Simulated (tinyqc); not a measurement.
## Well width from the intersubband spacing

Question. In an empty well of width L and depth Vb, level k solves kw L/2 = (k - 1) pi/2 + arctan(sqrt((mw/mb)(Vb - E)/E)) with kw = sqrt(mw E/C), C = hbar^2/(2 m0). Find L, E1 and E2 from the spacing.

Inputs (values chosen for the exercise); material values close to those of In0.53Ga0.47As in InAlAs: mass along z in the well mw = 0.0402 m0; mass along z in the barriers mb = 0.0764 m0; barrier height Vb = 0.497 eV.

Constants: q = 1.602176634e-19 C, hbar = 1.054571817e-34 J s, m0 = 9.1093837015e-31 kg, hbar^2/(2 m0) = 0.0380998212 eV nm^2. Results are converted to the units shown.

E2 - E1 = 105.84186 meV

Solution. Both levels are solved for trial widths until their difference matches. A second level is bound only for L above 4.34 nm, and over that range one width gives this spacing.

L = 12.60 nm
E1 = 34.89 meV
E2 = 140.7 meV

Computed by the program tinyqc: `OMP_NUM_THREADS=1 python tinyqc.py 2140142 2140143 out.jsonl`, one thread of a shared Intel Xeon 2.30GHz, about 0.2 s for the whole run.
